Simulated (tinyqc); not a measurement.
Defect equilibria of an oxide against oxygen pressure (mass action): one step, computed by the program tinyqc. Command: `OMP_NUM_THREADS=1 python tinyqc.py 3028298 3028299 out.jsonl brouwer walk`. One thread of a shared host (Intel(R) Xeon(R) Processor @ 2.30GHz), about 0.01 s of CPU time with the checks.

Defects: oxygen vacancies V (charge +2), electrons n, holes p, the ionic partner X = V_M'''' (charge -4), and the dopant. Activities are taken equal to concentrations.

Problem. Conductivities. sigma_n = e n mu_n, sigma_p = e p mu_p, sigma_ion = 2 e [V] mu_V with mu_V = 2 e D/(k_B T) and D = D_0 exp(-E_m/k_B T); only the oxygen vacancies carry ionic current, and the ionic transport number is sigma_ion over the total.

Inputs (values chosen for the exercise, for a model oxide):
```
quantity                         value        unit
temperature T                      700           K
electron mobility mu_n             3.4  cm^2/(V s)
hole mobility mu_p                 1.1  cm^2/(V s)
vacancy diffusion prefactor D_0   0.27      cm^2/s
vacancy migration energy E_m      0.91          eV
```

Ionic disorder: Schottky, oxide MO2. Dopant (singly charged, fully ionised): acceptor.

n = 4.475088e+16 cm^-3

[V] = 6.022375e+18 cm^-3

p = 1.517343e+08 cm^-3

Constants: k_B = 8.617333262e-05 eV/K; e = 1.602176634e-19 C.

Give: sigma_n; sigma_p; sigma_ion; total conductivity; ionic transport number.

Solution.

sigma_n = 0.02438 S/cm

sigma_p = 2.674e-11 S/cm

sigma_ion = 4.850e-06 S/cm

total conductivity = 0.02438 S/cm

ionic transport number = 1.989e-04

The conductor is mainly n-type electronic here.
